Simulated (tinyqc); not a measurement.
# Band bending at a free surface with one surface level, surface photovoltage and Kelvin probe: two studies

n-type bulk, xi = Ec - EF = Vt ln(Nc/Nd), p0 = ni^2/Nd, ni = sqrt(Nc Nv) exp(-Eg/(2 Vt)), Eg in volts. b is the upward band bending, u = b/Vt. Space charge per area, in units of q: Qc = sign(b) sqrt((2 eps0 eps_r Vt/q) [(Nd + dn)(exp(-u) - 1) + Nd u + (p0 + dn)(exp(u) - 1)]), with dn the excess density under light (flat quasi-Fermi levels; 0 in the dark). The level holds -Ns f, f = 1/(1 + exp((xi + b - Es)/Vt)). Neutrality: Qc + Qf + (charge of the states) = 0.

Parameters, values chosen for the exercise; band and dielectric values close to those of silicon:
```
symbol,value,unit,meaning
T,350,K,temperature
Eg,1.1,eV,band gap
eps_r,11.7,,relative permittivity
Nc,3.53e19,cm^-3,conduction-band density of states at T
Nv,3.28e19,cm^-3,valence-band density of states at T
Nd,7e17,cm^-3,donor density
Qf,1.8e11,cm^-2,fixed positive charge at the surface
Ns,1.1e13,cm^-2,density of an acceptor-like surface level
Es,0.43,eV,its depth below the conduction edge
```

Constants: q = 1.602176634e-19 C, kB = 1.380649e-23 J/K, Vt = kB T/q, eps0 = 8.8541878128e-14 F/cm where lengths are in cm. Results are converted to the units shown.

Each table varies one quantity; the others keep the values above.

## Photovoltage against injection

Under chopped light the surface charge keeps its dark value, so b falls to bL with Qc(bL, dn) = Qc(b, 0); the photovoltage is b - bL.

Photovoltage against injection:
```
dn (cm^-3)	bL (V)	photovoltage (mV)	share of b removed (%)
7.8e8	0.3589	0.004947	0.001378
7.6e9	0.3589	0.04813	0.01341
7.5e10	0.3584	0.4684	0.1305
7.4e11	0.3548	4.097	1.142
7.3e12	0.3367	22.19	6.182
7.1e13	0.2984	60.53	16.86
7e14	0.2477	111.2	30.98
6.9e15	0.1912	167.7	46.73
6.8e16	0.1319	227.0	63.25
6.6e17	0.07451	284.4	79.24
6.5e18	0.03075	328.1	91.43
```

Read the table: what changes, and by how much?

The photovoltage rises from 0.00495 to 328 mV, towards the full b = 359 mV. Its steepest rise is 59.6 mV a decade (Vt ln 10 = 69.4 mV), and it reaches 91.4 % of b in the last row: even strong light does not flatten the bands fully, so a saturation reading understates b. For dn = 6.5e18 the injection is high, and a Dember voltage, left out here, adds to the signal.

## Pinning by the surface states

Same model as above.

b solves the neutrality condition in the dark.

Results:
```
Ns (cm^-2)	b (V)	xi + b (eV)	Qc (cm^-2)
2.4e10	-0.011898	0.10635	-1.5600e11
6.7e10	-0.0087773	0.10947	-1.1300e11
5.1e11	0.031614	0.14986	3.2995e11
1.4e12	0.18838	0.30662	1.1970e12
3.9e12	0.31670	0.43494	1.6105e12
1.1e13	0.35890	0.47715	1.7251e12
8.1e13	0.42168	0.53993	1.8826e12
```

Estimate the missing row, Ns = 2.9e13 cm^-2.

Computed row:
```
Ns (cm^-2)	b (V)	xi + b (eV)	Qc (cm^-2)
2.9e13	0.39048	0.50873	1.8060e12
```

With this row back in the table: b rises from -0.0119 to 0.422 V. The level is over 95 % full (Qc near Ns - Qf) in the 4 rows with xi + b more than 3 Vt short of Es = 0.43 eV. Beyond that it empties, and between the last two rows b gains only 69.9 mV a decade.

Program tinyqc, `OMP_NUM_THREADS=1 python tinyqc.py 2430067 2430068 out.jsonl`; Intel Xeon 2.30GHz, shared host, one thread, about 0.01 s.
